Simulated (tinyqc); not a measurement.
Worked calculation: nanosheet or nanowire with hard walls, valleys of the Si type. Values are carried at full precision from step to step, so a last printed digit may differ when a step is redone from the rounded ones.

Six ellipsoidal valleys along the cube axes: inverse mass tensor w = 1/mt + (1/ml - 1/mt) a a^T with a the unit axis. Device axes: x along the channel, z = [001], y = z x x.

Constants: hbar^2/2m0 = 3.80998211 eV angstrom^2; hbar = 6.58211957e-16 eV s; e^2/h = 3.874045865e-05 S; kB = 8.617333262e-05 eV/K.

Parameters, chosen for this exercise (near those of Si; not measured data):
- ml = 0.934 m0 (longitudinal mass)
- mt = 0.188 m0 (transverse mass)
- channel = 110 (transport direction x on a (001) wafer)
- W = 240 angstrom (width, along y)
- H = 70 angstrom (height, along z = [001])
- dE = 0.02 eV (EF above the lowest subband edge)
- T = 300 K (temperature)
- g_all = 6 (number of valleys)

## Valley masses for a [110] channel

Rotate w into the device axes and group equal valleys (|w_yz| counts); order by w_zz, then w_yy. 1/m_x = w_xx - w_xc w_c^-1 w_cx with c the block (y, z).

Valleys:
```
group  valleys g    w_yy    w_zz  |w_yz|  m_x (m0)
A              2  5.3191  1.0707  0.0000    0.1880
B              4  3.1949  5.3191  0.0000    0.5610
```

The lightest transport mass, 0.188 m0, belongs to group A.

## One-dimensional subbands

Hard walls around a W x H rectangle. The block w_c of w in (y, z) confines; the transport mass follows from 1/m_x = w_xx - w_xc w_c^-1 w_cx. The cross-section problem c (w_yy ky^2 + 2 w_yz ky kz + w_zz kz^2), c = hbar^2/2m0, is solved in products sin(n pi y/W) sin(l pi z/H), n, l = 1 to 12; if w_yz = 0 the levels are c pi^2 (w_yy n^2/W^2 + w_zz l^2/H^2). The w_yz term couples (n, l) to (n', l') by -2 c w_yz D_nn'(W) D_ll'(H) with D_nm(L) = 4 n m/(L (n^2 - m^2)) for n + m odd and 0 otherwise.

The ten lowest levels of all groups together, numbered within each group.

Subbands:
```
label  valleys g  m_x (m0)  E (eV)
A1             2    0.1880  0.0117
A2             2    0.1880  0.0221
A3             2    0.1880  0.0363
A4             2    0.1880  0.0395
B1             4    0.5610  0.0429
A5             2    0.1880  0.0468
B2             4    0.5610  0.0492
B3             4    0.5610  0.0596
A6             2    0.1880  0.0638
A7             2    0.1880  0.0641
```

The lowest subband is A1; the number of further ones in the list within kB T = 25.9 meV of it at 300 K is 2.

## Modes, density and velocity at zero temperature

With EF = E_lowest + dE, each subband below EF has k_F = sqrt(m_x (EF - E)/c), carries n = 2 g k_F/pi electrons per length (spin included), moves at v = 2 c k_F/(hbar m_x) and adds 2 g e^2/h to the ballistic conductance; c = hbar^2/2m0, 1 angstrom/s = 1e-8 cm/s.

Occupied subbands:
```
label  k_F (1/angstrom)  n (1/nm)  v (1e7 cm/s)
A1               0.0314     0.400          1.93
A2               0.0217     0.277          1.34
```

total n = 0.677 1/nm
ballistic conductance = 309.9 microsiemens

EF lies below the last listed level, so the count is complete for these valleys (other families, and non-parabolicity above about 0.2 eV, are left out): 2 subbands with 4 valley modes. The Fermi velocity, averaged with the densities as weights, is 1.69 x 1e7 cm/s; the mean over all filled states moving one way is half of it.

## Threshold shift from confinement

Without degeneracy the line density is N1 exp((EF - Ec)/kB T) with N1 = sum 2 g sqrt(m_x kB T/(4 pi c)) exp(-E/kB T), here over n, l up to 80 where w_yz = 0 and over all levels of a 12 x 12 sine basis otherwise; the classical value is W H Nc with Nc = 2 g_all (m_dos kB T/(4 pi c))^(3/2), m_dos = (ml mt^2)^(1/3); dVt = kB T ln(W H Nc/N1).

Form N1, W H Nc and dVt.

N1 = 1.587 1/nm
W H Nc = 4.596 1/nm
dVt = 27.5 mV

## Checks

- Lowest level of group A on a 40 x 40 difference grid against the sine basis, eV: both 0.012.

Program tinyqc; command `OMP_NUM_THREADS=1 python tinyqc.py 1250585 1250586 out.jsonl`; about 0.03 s on one thread of a shared Intel(R) Xeon(R) Processor @ 2.30GHz.
